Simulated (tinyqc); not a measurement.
# Changing the particle radius R

Model: a particle near a wafer in liquid: double-layer and van der Waals forces (DLVO), deposition barrier and removal. Computed by tinyqc, a small Python program. Command: `OMP_NUM_THREADS=1 python tinyqc.py 3110465 3110466 out.jsonl dlvo sweep`. One thread of a shared host (Intel(R) Xeon(R) Processor @ 2.30GHz), about 0.01 s of CPU time with the checks.

Sphere and flat wall, Derjaguin approximation, constant potentials in the linear-superposition form, no retardation and no hydration force.

Inputs (values chosen for the exercise, of the order of those for ceria on silica in water): Hamaker constant A = 1.6e-20 J; potential of the particle psi_1 = -18 mV; potential of the wafer psi_2 = -29 mV; salt concentration c = 0.18 mol/L; valence z of the symmetric salt = 1; temperature T = 343 K; dielectric constant of the liquid = 63.7; contact distance h0 = 0.4 nm; contact radius over R = 0.15; viscosity = 0.55 mPa s.

Constants: e = 1.602176634e-19 C; N_A = 6.02214076e+23 1/mol; eps_0 = 8.8541878128e-12 F/m; k_B = 1.380649e-23 J/K; k_B = 8.617333262e-05 eV/K.

Method. kappa^2 = 2 z^2 e^2 N_A (1000 c)/(eps eps_0 k_B T); gamma_i = tanh(z e psi_i/(4 k_B T)); Z = 64 pi eps eps_0 (k_B T/(z e))^2 gamma_1 gamma_2. Adhesion F_a = A R/(6 h0^2) [1 + a^2/(R h0)] - kappa Z R exp(-kappa h0), a the contact radius. Drag in a shear flow F_d = 1.7 x 6 pi mu R^2 G, acting at 1.4 R; rolling starts when 1.4 R F_d = a F_a. Wall shear stress = mu G.

One run for each value:
```
particle radius R (nm)  wall shear stress for rolling (Pa)  net adhesion F_a (pN)    kappa R
5                                                    12329              9.219e+01  7.217e+00
11                                                    7314              2.647e+02  1.588e+01
22                                                    5224              7.562e+02  3.176e+01
47                                                    4113              2.717e+03  6.784e+01
100                                                   3594              1.075e+04  1.443e+02
210                                                   3354              4.423e+04  3.031e+02
450                                                   3237              1.960e+05  6.496e+02
950                                                   3183              8.592e+05  1.371e+03
2000                                                  3158              3.777e+06  2.887e+03
```

What does the table show, and why?

Over the rows, wall shear stress for rolling (Pa) falls from 12300 to 3160 (exponent d ln y / d ln x -0.66 between the first rows and -0.011 between the last); net adhesion F_a (pN) rises from 92.2 to 3.78e6 (exponent d ln y / d ln x 1.3 between the first rows and 2.0 between the last); kappa R rises from 7.22 to 2890 (exponent d ln y / d ln x about 1.0 throughout). At the high end the exponent of wall shear stress for rolling is -0.01, close to 0: the flattened contact adds adhesion as R^2. The smallest particle needs 3.90 times the shear stress of the largest.

Extremes, crossings and ranges named in words are read from the listed rows.
